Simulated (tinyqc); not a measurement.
Inside a calculation. Method: Jacobi rotations on a symmetric matrix. Computed by tinyqc, a small Python program that keeps every step. Settings: method = jacobi. Command: `OMP_NUM_THREADS=1 python tinyqc.py 27980 27981 out.jsonl` (the two numbers bound the seeds that draw the settings). One thread of a shared host (Intel(R) Xeon(R) Processor @ 2.60GHz), about 0.01 s of CPU time with the checks.

## Jacobi rotation 1

A, lower triangle:
```
         1        2       3        4       5
1   1.8330
2  -0.2690   2.1500
3   0.0130  -0.5830  2.8480
4  -0.1460  -0.0140  0.7170   3.4240
5  -0.2710  -0.5860  0.1010  -0.1740  4.4710
```

Take the largest off-diagonal element A_pq; tan 2 theta = 2 A_pq / (A_qq - A_pp) with |theta| <= pi/4; A' = J^T A J with J_pp = J_qq = cos, J_pq = sin, J_qp = -sin.

p, q, theta (rad): 3.0000  4.0000  0.5944

A', lower triangle:
```
         1        2       3        4       5
1   1.8330
2  -0.2690   2.1500
3   0.0925  -0.4752  2.3633
4  -0.1137  -0.3381  0.0000   3.9087
5  -0.2710  -0.5860  0.1811  -0.0876  4.4710
```

## Jacobi rotation 2

As before.

p, q, theta (rad): 2.0000  5.0000  -0.2338

A', lower triangle:
```
         1        2       3        4       5
1   1.8330
2  -0.3245   2.0104
3   0.0925  -0.4203  2.3633
4  -0.1137  -0.3492  0.0000   3.9087
5  -0.2013   0.0000  0.2863  -0.0069  4.6106
```

## All rotations

The off-diagonal norm falls at every rotation.

Rotations:
```
step    p    q      theta  off-diagonal norm
1       3    4     0.5944           1.34e+00
2       2    5    -0.2338           1.05e+00
3       2    3    -0.5867           8.62e-01
4       2    4    -0.1305           7.57e-01
5       1    3     0.2825           6.64e-01
6       1    5    -0.0901           5.54e-01
7       1    2     0.7365           4.63e-01
8       3    5     0.0889           3.94e-01
9       3    4     0.1268           3.21e-01
10      2    5     0.0406           2.65e-01
11      1    5    -0.0419           2.10e-01
...   ...  ...        ...                ...
19      4    5    -0.0012           5.69e-04
20      2    5  -8.81e-05           4.10e-04
21      1    5   7.97e-05           2.69e-04
22      1    4   8.06e-05           1.31e-04
23      2    4  -3.33e-05           5.75e-05
24      1    3  -5.27e-05           1.95e-06
25      3    5  -6.76e-07           4.83e-07
26      2    3  -2.84e-07           4.73e-08
27      1    2  -6.08e-08           2.98e-08
28      4    5   3.00e-08           6.88e-09
29      3    4  -3.78e-09           1.02e-10
```

eigenvalues: 1.4890  1.9157  2.6865  3.9753  4.6594
